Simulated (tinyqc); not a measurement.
Off-state leakage of single and stacked transistors: one step of the calculation.

n-channel devices of unit width. Subthreshold current I(Vg, Vs, Vd) = I0 (T/300 K)^0.5 exp[(Vg - Vs - VT(T) - gb (Vs - Vb) + dd (Vd - Vs))/(nf Vt)] (1 - exp(-(Vd - Vs)/Vt)), VT(T) = VT - cT (T - 300 K). Gate-edge tunnelling Ig (Vd/1 V) exp(ag (Vd - 1 V)), for a gate at 0 V, and band-to-band leakage Ab u exp(-Bb/u), u = Vd - Vb + 1 V, flow at a drain held at V; both are taken as independent of T. In a stack of off transistors (all gates at 0 V) the same subthreshold current passes through each.

Task. Leakage of one transistor. Vg = Vs = 0, Vd = V; effective threshold VT(T) - gb Vb - dd V.

Inputs (values chosen for the exercise); values of the order met in bulk silicon logic transistors:
- T = 330 K (temperature)
- V = 0.9 V (supply voltage)
- VT = 0.26 V (threshold at 300 K, zero drain and body bias)
- cT = 1 mV/K (fall of the threshold with temperature)
- I0 = 0.31 uA/um (current at threshold at 300 K)
- nf = 1.35 (slope factor)
- dd = 0.06 (drain-induced lowering per volt)
- gb = 0.24 (rise of the threshold per volt of source-body bias)
- Ig = 5e-6 uA/um (gate-edge tunnelling current at 1 V)
- ag = 5.4 1/V (exponential slope of the gate current)
- Ab = 300 uA/(um V) (prefactor of band-to-band leakage at the drain)
- Bb = 29 V (its exponential voltage)
- Vb = -0.3 V (body voltage)

Constants: q = 1.602176634e-19 C, kB = 1.380649e-23 J/K, Vt = kB T/q. Results are converted to the units shown.

Find: effective threshold; parts; total; shares.

Result.

effective threshold = 0.2480 V
parts (nA/um): subthreshold 0.5088, gate edge 0.002622, band-to-band 1.244
total = 1.755 nA/um
shares (%): subthreshold 28.99, gate edge 0.1494, band-to-band 70.86

The band-to-band part is the largest.

Program tinyqc, `OMP_NUM_THREADS=1 python tinyqc.py 2242183 2242184 out.jsonl`; Intel Xeon 2.30GHz, shared host, one thread, about 0.03 s.
